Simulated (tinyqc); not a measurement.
From a target to a composition: alloy A(1-x)B(x) by interpolation with bowing. Four cases, with inputs chosen for the exercise.

Problem. An alloy A(1-x)B(x) has the gap E(x) = (1 - x) E_A + x E_B - C1 x (1 - x) at Gamma, C1 the first entry of C. Which x puts hc/E at the given wavelength, and what is the mismatch (a_sub - a(x))/a(x) to a substrate of A, with Vegard for a(x)?

Constants: hc = 1239.841984 eV nm.

Find: target gap; x; mismatch.

Method. Solve C1 x^2 + (E_B - E_A - C1) x + E_A - hc/wavelength = 0; the gap is monotonic in x because |E_B - E_A| > C1, so one root lies between 0 and 1. Whether Gamma is the lowest valley there, and whether such a mismatch can be grown coherently, are separate questions.

Case 1.

Values chosen (out of a larger set: A near GaP, B near GaAs; not measured data):
- a = (5.453, 5.647) angstrom (lattice constant of A, B)
- Eg = (2.876, 1.496) eV (gap at Gamma to the s-like level of A, B)
- C = (0.167, 0.227, 0.157) eV (bowing of the Gamma, X and L gaps)

wavelength = 783.853 nm

Solution.

target gap = 1.5817 eV
x = 0.930
mismatch = -3.203 %

Case 2.

Values chosen (out of a larger set: A near Ge, B near Si; not measured data):
- a = (5.657, 5.426) angstrom (lattice constant of A, B)
- Eg = (0.886, 4.174) eV (gap at Gamma to the s-like level of A, B)
- C = (0.276, 0.193, 0) eV (bowing of the Gamma, X and L gaps)

wavelength = 881.812 nm

Solution.

target gap = 1.4060 eV
x = 0.170
mismatch = 0.699 %

Case 3.

Values chosen (out of a larger set: A near InP, B near GaP; not measured data):
- a = (5.875, 5.455) angstrom (lattice constant of A, B)
- Eg = (1.419, 2.875) eV (gap at Gamma to the s-like level of A, B)
- C = (0.673, 0.199, 1.004) eV (bowing of the Gamma, X and L gaps)

wavelength = 678.721 nm

Solution.

target gap = 1.8267 eV
x = 0.390
mismatch = 2.868 %

Case 4.

Values chosen (out of a larger set: A near Ge, B near Si; not measured data):
- a = (5.661, 5.432) angstrom (lattice constant of A, B)
- Eg = (0.901, 4.135) eV (gap at Gamma to the s-like level of A, B)
- C = (0.179, 0.202, 0) eV (bowing of the Gamma, X and L gaps)

wavelength = 392.320 nm

Solution.

target gap = 3.1603 eV
x = 0.710
mismatch = 2.957 %

Computed by tinyqc, one run a case: `OMP_NUM_THREADS=1 python tinyqc.py N N+1 out.jsonl` with N = 1081042, 1081061, 1081086, 1081107; one thread of a shared Intel(R) Xeon(R) Processor @ 2.30GHz, about 0.01 s a run at most.
